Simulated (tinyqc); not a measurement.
Which rule serves at which density: Fermi-Dirac statistics of conduction electrons.

F_j(eta) = (1/Gamma(j + 1)) integral_0^infinity x^j dx/(1 + exp(x - eta)), which tends to exp(eta) for eta << 0.

With u = n/Nc: Boltzmann eta = ln u; Joyce-Dixon eta = ln u + u/sqrt(8) - 4.95009e-3 u^2 + 1.48386e-4 u^3 - 4.42563e-6 u^4; Nilsson eta = ln u/(1 - u^2) + v/(1 + (0.24 + 1.08 v)^-2) with v = (3 sqrt(pi) u/4)^(2/3); fully degenerate limit eta = v; exact: F_1/2(eta) = u.

Values chosen for the exercise: u_scale = 1.13 (factor on the ladder of u).

u runs over u_scale times 0.01, 0.03, 0.1, 0.3, 1, 2, 4, 8, 15, 30. Errors are rule minus exact, in kT.

eta and errors:
```
u       eta exact  Boltzmann  Joyce-Dixon  Nilsson  degenerate
0.0113     -4.479     -0.004        0.000    0.001       4.540
0.0339     -3.372     -0.012        0.000    0.000       3.499
0.113      -2.140     -0.040        0.000   -0.003       2.423
0.339      -0.962     -0.119        0.000   -0.005       1.550
2.26        1.591     -0.775        0.000    0.003       0.491
4.52        3.017     -1.509        0.000   -0.003       0.288
9.04        5.079     -2.877       -0.006   -0.006       0.168
16.9        7.872     -5.041       -0.114   -0.004       0.106
33.9       12.598     -9.075       -2.842   -0.003       0.066
```

Give the missing row, u = 1.13.

Computed row:
```
u     eta exact  Boltzmann  Joyce-Dixon  Nilsson  degenerate
1.13      0.516     -0.393        0.000    0.004       0.796
```

Within 0.05 kT: Boltzmann up to u = 0.113, Joyce-Dixon up to u = 9.04 of those listed. Nilsson never errs by more than 0.006 kT. The degenerate limit is still off by +0.066 kT at the last row, since it leaves out the thermal term -pi^2/(12 eta) = -0.065. Boltzmann always falls short, because it lets more than one electron into a state.

(tinyqc, `OMP_NUM_THREADS=1 python tinyqc.py 1650841 1650842 out.jsonl`, Intel(R) Xeon(R) Processor @ 2.30GHz, 1 thread, shared host, about 0.01 s.)
